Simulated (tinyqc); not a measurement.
n-type polysilicon, carrier trapping at grain boundaries: two steps of the calculation.

One-dimensional grains of size Lg, uniform ionised doping N, monovalent traps Qt at each boundary at a depth Et below (for electrons) or above (for holes) the band edge there, abrupt depletion of width W on each side of a boundary, Boltzmann statistics. xi is the distance from the band edge at the grain centre to the Fermi level. Trapped charge Qt/(1 + exp((xi + VB - Et)/Vt)) = 2 N W, barrier VB = q N W^2/(2 eps0 eps_r).

Inputs (values chosen for the exercise); values of the order met in polycrystalline silicon: temperature T = 300 K; relative permittivity eps_r = 11.7; conduction-band density of states at T NB = 2.8e19 cm^-3; grain size Lg = 110 nm; trap density of a grain boundary Qt = 1.6e12 cm^-2; depth of the trap level from the majority band edge at the boundary Et = 0.47 eV; doping N = 1.1e18 cm^-3.

Constants: q = 1.602176634e-19 C, kB = 1.380649e-23 J/K, Vt = kB T/q, eps0 = 8.8541878128e-14 F/cm where lengths are in cm. Results are converted to the units shown.

Problem 1. New W. Partly depleted grain, xi = Vt ln(NB/N): f = 1/(1 + exp((xi + VB - Et)/Vt)), g = Qt f - 2 N W, g' = -2 Qt f (1 - f) VB/(W Vt) - 2 N, W(new) = W - g/g'.

W at the start = 4.4 nm

Give: VB; f; g; g'; W after iteration 1.

Solution 1.

VB = 0.016468 V
f = 1.0000
g = 6.3200e11 cm^-2
g' = -2.2000e11 cm^-2/nm
W after iteration 1 = 7.2727 nm

Problem 2. Depletion width, Fermi level and barrier. If the trap equation with xi = Vt ln(NB/N) has a root W < Lg/2, the grain is partly depleted; otherwise W = Lg/2 and the trap equation gives xi = Et - VB + Vt ln(Qt/(N Lg) - 1). N* = Qt/Lg.

Give: N*; W; xi; VB; share of traps filled.

Solution 2.

N* = 1.4545e17 cm^-3
W = 7.2727 nm
xi = 0.083680 V
VB = 0.044992 V
share of traps filled = 1.0000

N is 7.56 N*, and the grain is partly depleted; VB = 1.74 Vt.

Computed by the program tinyqc: `OMP_NUM_THREADS=1 python tinyqc.py 2830282 2830283 out.jsonl`, one thread of a shared Intel Xeon 2.30GHz, about 0.01 s for the whole run.
